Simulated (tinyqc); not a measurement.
From a target to a composition: model-solid line-up of a strained alloy layer on a substrate. Two cases, with inputs chosen for the exercise.

Problem. A layer of the alloy is strained to the substrate, and its gap (Ec minus the top valence edge) is given. Find x between 0.53 and 0.98, where the gap is monotonic.

All values of the alloy are linear in x but the gap, Eg(x) = (1 - x) Eg_A + x Eg_B - C x (1 - x), and the valence edge, Ev(x) = (1 - x) Ev_A + x Ev_B + fv C x (1 - x); Ec = Ev + Eg. Ev is the top of the unstrained valence band on a scale common to all materials. In the layer only the Gamma valley of the conduction band is followed, also where an X or L valley would lie lower.

Coherent growth on a (110) face: e_par = (a_s - a)/a, e_perp = -(C11 + 3 C12 - 2 C44)/(C11 + C12 + 2 C44) e_par; exx = eyy = (e_par + e_perp)/2, ezz = e_par, exy = (e_perp - e_par)/2, eyz = ezx = 0.

Strained edges: Ec + ac tr(e); the valence edges are Ev plus the levels of the 6 x 6 matrix of X, Y, Z times spin with -Dso/3 + l exx + m (eyy + ezz) on the diagonal (cyclic), n exy off it, l = av + 2 b, m = av - b, n = sqrt(3) d. Spin-orbit term (Dso/3) L.sigma on X, Y, Z with (L_k)_ij = -i epsilon_kij: <X+|H|Y+> = -i Dso/3, <X+|H|Z-> = Dso/3, <Y+|H|Z-> = -i Dso/3, <Z+|H|X-> = -Dso/3, <Z+|H|Y-> = i Dso/3, <X-|H|Y-> = i Dso/3, and their conjugates; + and - are the spin along z.

Find: x; e_par; gap of the relaxed alloy.

Case 1.

Values chosen (A near GaAs, B near GaSb, substrate near InAs; not measured data): a = (5.655, 6.104) angstrom (lattice constant of A, B); Eg = (1.521, 0.813) eV (gap at Gamma to the s-like level of A, B); Dso = (0.344, 0.749) eV (spin-orbit splitting of A, B); Ev = (-0.79, -0.03) eV (top of the unstrained valence band of A, B); ac = (-7.25, -7.52) eV (conduction deformation potential of A, B); av = (1.16, 0.81) eV (valence hydrostatic potential of A, B); b = (-2, -1.98) eV (tetragonal shear potential of A, B); d = (-4.79, -4.71) eV (trigonal shear potential of A, B); C11 = (121.6, 87.9) GPa (of A, B); C12 = (55.9, 40.5) GPa (of A, B); C44 = (59.7, 42.7) GPa (of A, B); C = 1.438 eV (bowing of the gap); fv = 0.7 (share of the bowing taken by the valence edge); a_s = 6.066 angstrom (substrate); face = 110 (growth face).

strained gap = 0.429890 eV

Solution.

x = 0.680
e_par = 1.773 %
gap of the relaxed alloy = 0.727 eV

Bisect on x; the strained gap is 0.2802 eV at x = 0.53 and 0.8361 eV at x = 0.98.

Case 2.

Values chosen (A near GaAs, B near GaSb, substrate near InAs; not measured data): a = (5.65, 6.089) angstrom (lattice constant of A, B); Eg = (1.536, 0.802) eV (gap at Gamma to the s-like level of A, B); Dso = (0.337, 0.766) eV (spin-orbit splitting of A, B); Ev = (-0.8, -0.03) eV (top of the unstrained valence band of A, B); ac = (-7.23, -7.47) eV (conduction deformation potential of A, B); av = (1.17, 0.81) eV (valence hydrostatic potential of A, B); b = (-2.03, -2.01) eV (tetragonal shear potential of A, B); d = (-4.85, -4.7) eV (trigonal shear potential of A, B); C11 = (121.8, 88.5) GPa (of A, B); C12 = (55.9, 40.5) GPa (of A, B); C44 = (59.2, 43.5) GPa (of A, B); C = 1.417 eV (bowing of the gap); fv = 0.7 (share of the bowing taken by the valence edge); a_s = 6.056 angstrom (substrate); face = 110 (growth face).

strained gap = 0.520838 eV

Solution.

x = 0.760
e_par = 1.209 %
gap of the relaxed alloy = 0.720 eV

Bisect on x; the strained gap is 0.2849 eV at x = 0.53 and 0.8201 eV at x = 0.98.

Computed by tinyqc, one run a case: `OMP_NUM_THREADS=1 python tinyqc.py N N+1 out.jsonl` with N = 1050831, 1080588; one thread of a shared Intel(R) Xeon(R) Processor @ 2.30GHz, about 0.02 s a run at most.
